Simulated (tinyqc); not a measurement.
Six-band Luttinger-Kohn model with strain: sweeps and comparisons. A value that a table varies takes the place of the one given here.

Six-band Luttinger-Kohn model in the basis |3/2,3/2>, |3/2,1/2>, |3/2,-1/2>, |3/2,-3/2>, |1/2,1/2>, |1/2,-1/2>, electron energies, zero at the top of the unstrained valence band. H = -[rows: (P+Q, -S, R, 0, -S/r2, r2 R); (-S*, P-Q, 0, R, -r2 Q, r32 S); (R*, 0, P-Q, S, r32 S*, r2 Q); (0, R*, S*, P+Q, -r2 R*, -S*/r2); (-S*/r2, -r2 Q, r32 S, -r2 R, P+Dso, 0); (r2 R*, r32 S*, r2 Q, -S/r2, 0, P+Dso)], r2 = sqrt(2), r32 = sqrt(3/2). Levels are twofold.

P = c g1 k^2 - av tr(e); Q = c g2 (kx^2 + ky^2 - 2 kz^2) - (b/2)(exx + eyy - 2 ezz); R = c sqrt3 [-g2 (kx^2 - ky^2) + 2i g3 kx ky] + (sqrt3/2) b (exx - eyy) - i d exy; S = 2 c sqrt3 g3 (kx - i ky) kz - d (exz - i eyz); c = hbar^2/2m0, e the strain tensor (not engineering shear).

s11 = (C11 + C12)/((C11 - C12)(C11 + 2 C12)), s12 = -C12/((C11 - C12)(C11 + 2 C12)), s44 = 1/C44; exx = s11 sxx + s12 (syy + szz) and cyclic, exy = s44 sxy/2; tension is positive. A uniaxial stress X along the unit vector n is s_ij = X n_i n_j.

Constants: hbar^2/2m0 = 3.80998211 eV angstrom^2.

Inputs chosen for the exercise (near those of AlAs; the results hold for these values, not for the real material): Dso = 0.281 eV (spin-orbit splitting); g1 = 3.76 (Luttinger gamma1); g2 = 0.82 (gamma2); g3 = 1.42 (gamma3); av = 2.46 eV (valence hydrostatic potential); b = -2.28 eV (tetragonal shear potential); d = -3.39 eV (trigonal shear potential); C11 = 125.2 GPa; C12 = 53.8 GPa; C44 = 54 GPa; load = uniaxial [111] (kind of stress); X1 = 1.2 GPa (size of the stress); E_h = 40 meV (hole energy below the top); X = 1 GPa (stress).

## Sweep of a uniaxial [111] stress

Edges at k = 0 and curvature masses of the top pair along [110] and [001] (step 0.0002 1/angstrom); at zero stress the top is fourfold and has no single curvature.

Edges and masses:
```
X (GPa)  top (eV)  second (eV)  third (eV)  splitting (meV)  m [110]  m [001]
-1.50      0.0161      -0.0430     -0.3016             59.1    0.177    0.266
-1.00      0.0097      -0.0287     -0.2937             38.4    0.182    0.266
-0.50      0.0043      -0.0143     -0.2868             18.7    0.187    0.266
0.00       0.0000       0.0000     -0.2810              0.0        -        -
0.50       0.0143      -0.0032     -0.2763             17.5    0.427    0.266
1.00       0.0287      -0.0051     -0.2729             33.8    0.427    0.266
1.50       0.0430      -0.0056     -0.2708             48.7    0.427    0.266
```

What does this show, and why?

The splitting reaches 59.1 meV under compression and 48.7 meV under the same tension; linear shear terms alone would make the two equal, and the difference comes from the coupling to the split-off band. At the ends of the sweep the top pair has a mass along [110] of 0.177 under compression and 0.427 under tension, so compression gives the lighter holes along [110]; along [001] it has 0.266 and 0.266. The top edge itself moves by +16 and +43 meV.

## Which stress helps holes along [110]

Each load has size X1 (biaxial: sxx = syy); masses are curvatures of the top pair at k = 0.

Results:
```
load                         splitting (meV)  top edge (meV)  m [110]  m [001]
uniaxial [110], compression             56.9            18.1    0.144    0.406
uniaxial [110], tension                 49.9            40.3    0.644    0.191
uniaxial [100], compression             85.6            34.6    0.230    0.386
uniaxial [100], tension                 65.1            51.0    0.299    0.218
uniaxial [111], compression             46.6            12.2    0.180    0.266
uniaxial [111], tension                 39.9            34.4    0.427    0.266
biaxial (001), compression              65.1            13.0    0.218    0.472
biaxial (001), tension                  85.6            72.6    0.386    0.164
```

What can be read from the table?

The lightest mass along [110] (0.144) comes with uniaxial [110], compression. The largest splitting (85.6 meV) comes with uniaxial [100], compression; biaxial (001), tension. The heaviest mass along [001] (0.472), which lowers the confinement energy in a (001) channel, comes with biaxial (001), compression. The splitting per GPa follows b (s11 - s12) for loads along cube axes and d s44 for [111]: here 2 |b| (s11 - s12) = 63.9 and |d| s44/sqrt3 = 36.2 meV per GPa in the limit of large Dso; where the splitting nears Dso, mixing with the split-off band makes it depend on the sign of the load.

## Warping of the constant-energy contours (six-band Luttinger-Kohn model)

No strain (e = 0). In the plane kz = 0, |k| where the top and second pairs lie E_h below the top, against the angle from [100]; m = c k^2/E_h.

Contours:
```
angle (degrees)  k top (1/angstrom)  k second (1/angstrom)  m top (m0)  m second (m0)
0                            0.0704                 0.0447       0.472          0.191
9                            0.0724                 0.0443       0.499          0.187
18                           0.0781                 0.0434       0.580          0.180
27                           0.0869                 0.0425       0.719          0.172
36                           0.0969                 0.0419       0.894          0.167
45                           0.1020                 0.0417       0.991          0.165
```

What does this show?

The heavy contour reaches 1.449 times as far along [110] as along [100], the light one 0.931 times. The warping follows g3 - g2 = 0.60 and would vanish for g2 = g3. Along [100] the heavy mass is 1/(g1 - 2 g2) = 0.472 at any energy, while the light one is 0.1906, against 1/(g1 + 2 g2) = 0.1852 at the edge, for E_h/Dso = 0.14.

## What each parameter does

Edges at k = 0 under a uniaxial [111] stress X and the curvature mass of the top pair along [110] (step 0.0002 1/angstrom). Each row changes one parameter from the base and keeps the others.

Results:
```
case              top (eV)  second (eV)  third (eV)  mass (m0)
base                0.0287      -0.0051     -0.2729      0.427
g1 = 4.512          0.0287      -0.0051     -0.2729      0.323
C44 = 43.2 GPa      0.0332      -0.0082     -0.2743      0.427
g2 = 0.984          0.0287      -0.0051     -0.2729      0.427
b = -1.824 eV       0.0287      -0.0051     -0.2729      0.427
X = 1.2 GPa         0.0344      -0.0055     -0.2719      0.427
g3 = 1.136          0.0287      -0.0051     -0.2729      0.381
C11 = 100.16 GPa    0.0300      -0.0038     -0.2716      0.427
```

What can be read from the table?

The largest shifts from the base row, up to three for each result and ties (the steps differ in size, so this ranks the rows, not the parameters). top (eV): X +0.0057, C44 +0.0045, C11 +0.0013; unchanged at the printed digits by g1, g2, b and g3. second (eV): C44 -0.0031, C11 +0.0013, X -0.0004; unchanged at the printed digits by g1, g2, b and g3. third (eV): C44 -0.0014, C11 +0.0013, X +0.0010; unchanged at the printed digits by g1, g2, b and g3. mass (m0): g1 -0.104, g3 -0.046; unchanged at the printed digits by C44, g2, b, X and C11. The Luttinger parameters multiply k^2 and cannot move the edges; av shifts all edges alike and leaves the mass.

Run: tinyqc, `OMP_NUM_THREADS=1 python tinyqc.py 1051591 1051592 out.jsonl`; Intel(R) Xeon(R) Processor @ 2.30GHz, one thread, shared host; about 0.04 s of CPU time with all checks.
